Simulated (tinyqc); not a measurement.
Inside a calculation. Model: Debye-Callaway model of lattice thermal conductivity. Computed by tinyqc, a small Python program that keeps every step. Command: `OMP_NUM_THREADS=1 python tinyqc.py 3024434 3024435 out.jsonl callaway walk`. One thread of a shared host (Intel(R) Xeon(R) Processor @ 2.30GHz), about 0.01 s of CPU time with the checks. Intermediate numbers are printed to about 6 digits and carried at full precision; extremes and crossings named in words are read from the listed rows.

Three acoustic branches with one velocity v, cut at omega_D = k_B Theta/hbar; x = hbar omega/(k_B T). v and Theta are separate inputs: Theta cuts off the heat-carrying modes, so C need not reach 3 k_B/V. gamma is an effective value that sets the umklapp rate.

Inputs (values chosen for the exercise, for a model crystal): sound velocity v = 5880 m/s; Debye temperature Theta = 510 K; volume per atom V = 24.2 angstrom^3; mean atomic mass M = 85.7 u; effective Grueneisen parameter gamma = 1.15; umklapp exponent divisor b = 2; vacancy fraction n_v = 5.3e-05; Casimir length L = 630 micrometre; temperature T = 40 K; probe frequency omega/omega_D = 0.89.

Sample: crystal. Point defects: vacancies. Normal processes: left out.

Constants: k_B = 1.380649e-23 J/K; hbar = 1.054571817e-34 J s; u = 1.6605390666e-27 kg.

## Mass-fluctuation parameter

A vacancy counts as a mass defect Delta M/M = -3 (the missing mass and twice its bonds), so Gamma = 9 n_v. A = V Gamma/(4 pi v^3).

Gamma = 4.77e-04

Rayleigh coefficient A = 4.51848e-45 s^3

## Scattering rates at one frequency

Rates: point defects A omega^4; umklapp B omega^2 T exp(-Theta/(b T)) with B = hbar gamma^2/(M v^2 Theta). Boundaries: v/L. The resistive time is tau_R = 1/(boundary + point-defect + umklapp rates), and the free path is v tau_R.

omega = 5.94247e+13 rad/s

Rates:
```
process         rate (1/s)  rate x tau_R
boundaries     9.33333e+06   1.65577e-04
point defects  5.63457e+10      0.999597
umklapp        1.33747e+07   2.37273e-04
```

tau_R = 1.77404e-11 s

free path = 104.314 nm

The strongest resistive process at this frequency: point defects, 100 % of the resistive rate.

## The integrand on a coarse grid

x runs in ten equal steps to min(Theta/T, 12); g = x^4 e^x/(e^x - 1)^2; tau_C is the inverse of all rates summed; the last column is c tau_C g with c = (k_B/(2 pi^2 v)) (k_B T/hbar)^3.

Integrand:
```
x           g    tau_C (s)  c tau_C g (W/(m K))
1.2   1.27896  6.04975e-08          1.32182e+03
2.4   3.64033  8.15137e-09          5.06932e+02
3.6   4.85080  1.71980e-09          1.42518e+02
4.8   4.44150  5.50758e-10          4.17895e+01
6.0   3.22845  2.26385e-10          1.24859e+01
7.2   2.00936  1.09323e-10          3.75272e+00
8.4   1.12005  5.90466e-11          1.12983e+00
9.6   0.57533  3.46234e-11          3.40302e-01
10.8  0.27754  2.16194e-11          1.02507e-01
12.0  0.12741  1.41862e-11          3.08773e-02
```

The integrand is largest at the lowest frequency shown, whose long lifetime outweighs its small heat capacity.

## Thermal conductivity

kappa_1 = c int tau_C g dx, g = x^4 e^x/(e^x - 1)^2, c = (k_B/(2 pi^2 v)) (k_B T/hbar)^3, over 0 < x < min(Theta/T, 40), by 96 Gauss-Legendre points in s with x = x_max s^2; tau_C = tau_R, the inverse of the summed rates, and kappa = kappa_1. Heat capacity C = 3 c int g dx / v^2; grey free path 3 kappa/(C v); the median free path v tau_C halves kappa_1 when the quadrature points are ordered by free path (each counted at half its weight, interpolated in the logarithm); likewise at 10 % and 90 %.

kappa_1 = 2373.24 W/(m K)

kappa = 2373.24 W/(m K)

heat capacity C = 38345.4 J/(m^3 K)

grey free path = 31577.0 nm

median free path = 206670 nm

free path at 10 % of kappa_1 = 18438.5 nm

free path at 90 % of kappa_1 = 562395 nm

The median free path is 6.5 times the grey one: a small share of the heat capacity, at low frequency, carries much of the heat. The middle 80 % of kappa_1 spans a factor 31 in free path.

## Leaving out one process at a time

The formulas are those given above.

Conductivity at T:
```
case                   kappa (W/(m K))  ratio to all
all processes                  2373.24             1
without point defects          37596.9       15.8420
without boundaries             42764.4       18.0194
without umklapp                2388.44       1.00641
```

Removing boundaries raises kappa most, by a factor 18.0; removing umklapp gives only 1.01. Without boundaries the long waves are held back only by the omega^2 umklapp rate.

## Conductivity against temperature

The boundary limit is C v^2/(3 x boundary rate), with C = 3 c int g dx / v^2.

Kappa (W/(m K)):
```
T (K)  all processes  without point defects  boundary limit
5.1          89.3732                98.5461         98.5461
10           444.511                742.898         742.898
18           1157.82                4332.53         4332.58
31           2003.80                21640.5         22125.9
51           2638.74                38601.3         95882.6
87           2433.10                12849.7          351560
150          1420.13                3685.49          754769
260          737.576                1280.71     1.05116e+06
410          432.532                609.301     1.17192e+06
660          251.432                308.880     1.22763e+06
```

kappa peaks among these rows at 51 K (T/Theta = 0.100) with 2640 W/(m K). The exponent d ln kappa/d ln T is 2.38 at the cold end and -1.14 at the hot end, near the 1/T law of umklapp scattering, which rules there. Point defects cost most at 51 K, a factor 14.6.

Checks made by the program: heat capacity against the Debye function (relative difference below 1e-10).
